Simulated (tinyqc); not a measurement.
What each parameter does: band-to-band tunnelling across a p-n junction in a two-band chain.

Sites alternate A at -Eg/2 and C at +Eg/2 with hopping -t; near the edges, with k counted from the zone boundary pi/a, E^2 = (Eg/2)^2 + (t a k)^2, so t = sqrt(c Eg/m)/a gives the mass m, c = hbar^2/2m0. In the gap cosh(q a) = 1 + (Eg^2/4 - e^2)/(2 t^2), e the energy from the local mid-gap. The potential is V0 = Eg + ov on the p side (left), 0 on the n side, and falls linearly over the 2N sites of the junction, V_j = V0 (1 - j/(2N + 1)), j = 1 to 2N, site 1 being A. E = Eg/2 + x ov. A half chain that ends on a site of level e1 with neighbour e2 has g = (1 + z)/(E - e1), z = exp(-/+ i k a) the root with Im g < 0, cos(k a) = (E - e1)(E - e2)/(2 t^2) - 1. S_L = t^2 g (ending on C, shifted by V0), S_R = t^2 g (starting on A). T = 4 Im(S_L) Im(S_R) |G_(1,2N)|^2.

Constants: hbar^2/2m0 = 3.80998211 eV angstrom^2.

Inputs chosen for the exercise (gap and mass near those of GaSb; not measured data): Eg = 0.719 eV (gap); m = 0.0444 m0 (mass of electron and light hole); a = 5 angstrom (period (two sites)); ov = 0.27 eV (overlap: top of the valence band on the p side above the conduction edge on the n side); Nw = 30 (periods in the junction); x = 0.52 (energy above the n-side conduction edge, as a share of ov).

N = Nw; WKB exponent 2 I/F with I = pi Eg^2/(8 t a), F = V0/((2N + 1) a/2).

Results for these values:
```
case  F (MV/cm)  exponent  log10 T of the chain
base     0.6485    7.9705               -3.3384
```

What happens to each result for Nw = 33, all else kept?

Answer: F falls from 0.6485 to 0.5904; exponent rises from 7.9705 to 8.7545; log10 T of the chain falls from -3.3384 to -3.6987.

The same for each parameter in turn:
```
case              F (MV/cm)  exponent  log10 T of the chain
base                 0.6485    7.9705               -3.3384
Eg = 0.7909 eV       0.6957    8.5723               -3.5820
m = 0.04884 m0       0.6485    8.3596               -3.5168
ov = 0.32 eV         0.6813    7.5870               -3.2200
Nw = 33              0.5904    8.7545               -3.6987
x = 0.51             0.6485    7.9705               -3.3385
a = 5.5 angstrom     0.5896    8.7676               -3.7035
```

Run: tinyqc, `OMP_NUM_THREADS=1 python tinyqc.py 1481370 1481371 out.jsonl`; Intel(R) Xeon(R) Processor @ 2.30GHz, one thread, shared host; about 0.01 s of CPU time with all checks.
